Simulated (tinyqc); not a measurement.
One-diode model of a solar cell: one step of the calculation.

J is the current delivered and Vj = V + J Rs the junction voltage. J = X JL - J01 (exp(Vj/(n1 Vt)) - 1) - Vj/Rp. The photocurrent does not depend on voltage.

Question. New Vj. Maximum power: dP/dVj = f = J (1 + 2 Rs G) - G Vj = 0. G = -dJ/dVj = J01 exp(Vj/(n1 Vt))/(n1 Vt) + 1/Rp. H = dG/dVj; f' = -2 G - 2 Rs G^2 + (2 Rs J - Vj) H; Vj(new) = Vj - f/f'.

Inputs (values chosen for the exercise); values of the order met in cells of silicon: temperature T = 323 K; photocurrent at one sun JL = 38 mA/cm^2; concentration X = 0.1 suns; saturation current of the diode J01 = 1.5e-6 A/cm^2; ideality factor of the diode n1 = 1.75; series resistance Rs = 0 ohm cm^2; shunt resistance Rp = 1000 ohm cm^2.

Constants: q = 1.602176634e-19 C, kB = 1.380649e-23 J/K, Vt = kB T/q. Results are converted to the units shown.

Vj after iteration 1 = 0.30743292 V

Wanted: J; G; H; f; f'; Vj after iteration 2.

Answer.

J = 2.6677 mA/cm^2
G = 0.017965 S/cm^2
H = 0.34829 S/(cm^2 V)
f = -2.8553 mA/cm^2
f' = -0.14301 S/cm^2
Vj after iteration 2 = 0.28747 V

Program tinyqc, `OMP_NUM_THREADS=1 python tinyqc.py 2280044 2280045 out.jsonl`; Intel Xeon 2.30GHz, shared host, one thread, about 0.01 s.
